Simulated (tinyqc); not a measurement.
Worked calculation: spin coating of a resist or spin-on film: centrifugal thinning, evaporation and the final thickness (Emslie and Meyerhofer models). Computed by tinyqc, a small Python program that keeps every step. Command: `OMP_NUM_THREADS=1 python tinyqc.py 3114060 3114061 out.jsonl spincoat walk`. One thread of a shared host (Intel(R) Xeon(R) Processor @ 2.30GHz), about 0.08 s of CPU time with the checks. Intermediate numbers are printed to about 6 digits and carried at full precision; extremes and crossings named in words are read from the listed rows.

A Newtonian film stays uniform over the wafer; solvent and solids have the same density and the concentration is uniform through the thickness.

Inputs (values chosen for the exercise, of the order of those of a polymer resist in an ester solvent):

| quantity | value | unit |
|---|---|---|
| solids volume fraction c0 | 0.12 | - |
| kinematic viscosity of the solvent nu_s | 2.2 | mm^2/s |
| viscosity constant k | 550 | mm^2/s |
| viscosity exponent gamma | 2.1 | - |
| spin speed f | 5000 | rpm |
| evaporation rate at 1000 rpm e0 | 0.3 | micrometre/s |
| starting thickness h0 | 200 | micrometre |
| time t | 0.65 | s |
| wafer radius R | 50 | mm |
| shrinkage in the bake | 13 | % |

## Rates

omega = 2 pi f/60; nu(c) = nu_s + k c^gamma; evaporation rate e = e0 sqrt(f/1000 rpm). Flow constant K = 2 omega^2/(3 nu(c0)); Reynolds number of the air omega R^2/nu_air with nu_air = 15 mm^2/s.

omega = 523.599 1/s

nu(c0) = 8.60683 mm^2/s

evaporation rate e = 0.670820 micrometre/s

flow constant K = 0.0212355 1/(micrometre^2 s)

Reynolds number of the air = 87266.5

## Thinning without evaporation

dh/dt = -K h^3 gives h = h0/sqrt(1 + 2 K h0^2 t); for long times h = 1/sqrt(2 K t).

h(t) without evaporation = 6.01590 micrometre

long-time form = 6.01862 micrometre

time 1/(2 K h0^2) = 5.88637e-04 s

The long-time form is within 0.045 %: the starting thickness is forgotten.

## The two-stage estimate

Meyerhofer estimate: flow rules until (1 - c0) K h^3 = e, then evaporation alone: h_w = (e/((1 - c0) K))^(1/3), dry film c0 h_w.

wet thickness h_w = 3.29878 micrometre

dry film, estimate = 395.854 nm

drying time (1 - c0) h_w/e = 4.32743 s

## First explicit step of the full model

Solids s and liquid l per area start at s = c0 h0, l = (1 - c0) h0. With h = h0 and c = c0: Q = K h^3, K = 2 omega^2/(3 nu); one Euler step of length dt = 0.01 h0/Q for s and l, ds/dt = -c Q, dl/dt = -(1 - c) Q - e.

Q = 169884 micrometre/s

dt = 1.17727e-05 s

s = 23.76 micrometre

l = 174.240 micrometre

Q/e at the start = 253248

## The full model

Full model for solids s and liquid l per area, h = s + l, c = s/h: ds/dt = -c Q, dl/dt = -(1 - c) Q - e, Q = 2 omega^2 h^3/(3 nu(c)); integrated adaptively (relative tolerance 1e-9) until l = 0. Dry film = s at l = 0, before the bake; film after the bake = s x (1 - shrinkage).

time to dry = 5.58030 s

dry film = 440.647 nm

film after the bake = 383.362 nm

## Course in time

Times are fractions of the time to dry.

History:

| fraction | t (s) | h (micrometre) | c | nu (mm^2/s) | Q/e | s (nm) |
|---|---|---|---|---|---|---|
| 0.003 | 0.01674 | 36.8581 | 0.120025 | 8.610 | 1.58458e+03 | 4423.90 |
| 0.010 | 0.05580 | 20.4264 | 0.120148 | 8.623 | 2.69274e+02 | 2454.19 |
| 0.030 | 0.16741 | 11.8169 | 0.120765 | 8.693 | 5.17190e+01 | 1427.06 |
| 0.100 | 0.55803 | 6.4178 | 0.124735 | 9.149 | 7.87186e+00 | 800.53 |
| 0.200 | 1.11606 | 4.4331 | 0.134035 | 10.282 | 2.30863e+00 | 594.20 |
| 0.350 | 1.95311 | 3.1563 | 0.156095 | 13.330 | 6.42696e-01 | 492.68 |
| 0.500 | 2.79015 | 2.3843 | 0.191715 | 19.337 | 1.90971e-01 | 457.10 |
| 0.700 | 3.90621 | 1.5704 | 0.282041 | 40.749 | 2.58923e-02 | 442.90 |
| 0.900 | 5.02227 | 0.8151 | 0.540695 | 153.404 | 9.61862e-04 | 440.73 |

Q/e drops below 1 between t = 1.1 and 2.0 s, when c has risen from 0.12 to about 0.156; after that row the solids fall by a further 11 %. The full model gives 1.11 times the two-stage estimate.

## Spin curve

The formulas are those given above.

Dry film against speed:

| f (rpm) | full model (nm) | estimate (nm) | time to dry (s) |
|---|---|---|---|
| 500 | 1393.36 | 1251.80 | 55.7491 |
| 1000 | 985.29 | 885.16 | 27.8896 |
| 1500 | 804.50 | 722.73 | 18.5964 |
| 2000 | 696.72 | 625.90 | 13.9485 |
| 3000 | 568.87 | 511.05 | 9.2998 |
| 4000 | 492.66 | 442.58 | 6.9752 |
| 6000 | 402.25 | 361.36 | 4.6503 |

The full thickness goes as f^-0.500; the estimate as (e/omega^2)^(1/3) = f^(-1/2). The time to dry goes as f^-1.00. A thickness window of 1 % allows a speed error of about 2 %.

Checks made by the program: constant-viscosity run against c0 h0 exp(-int K h^2 dt) (relative difference 1e-05).
